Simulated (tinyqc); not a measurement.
IGBT as a p-i-n diode in series with a MOS channel, on-state and switching loss: one step of the calculation.

High injection (n = p) in a drift layer from x = -W/2 (anode) to +W/2 (cathode side), recombination only in the layer with lifetime tau, ideal emitters. The channel feeds the cathode side and carries the whole current. Auger recombination, carrier-carrier scattering, emitter losses and the carrier dip under the p body are left out.

Task. Ambipolar length. b = mn/mp, B = (b - 1)/(b + 1), La = sqrt(2 Vt mn mp tau/(mn + mp)), y = W/(2 La).

Inputs (values chosen for the exercise); material values close to those of silicon: temperature T = 300 K; electron mobility mn = 1400 cm^2/(V s); hole mobility mp = 480 cm^2/(V s); width of the drift layer W = 70 um; high-injection lifetime tau = 0.77 us.

Constants: q = 1.602176634e-19 C, kB = 1.380649e-23 J/K, Vt = kB T/q. Results are converted to the units shown.

Wanted: b; B; La; y.

Result.

b = 2.9167
B = 0.48936
La = 37.724 um
y = 0.92780

tinyqc, about 0.01 s, one thread, Intel Xeon 2.30GHz (shared host): `OMP_NUM_THREADS=1 python tinyqc.py 2590046 2590047 out.jsonl`
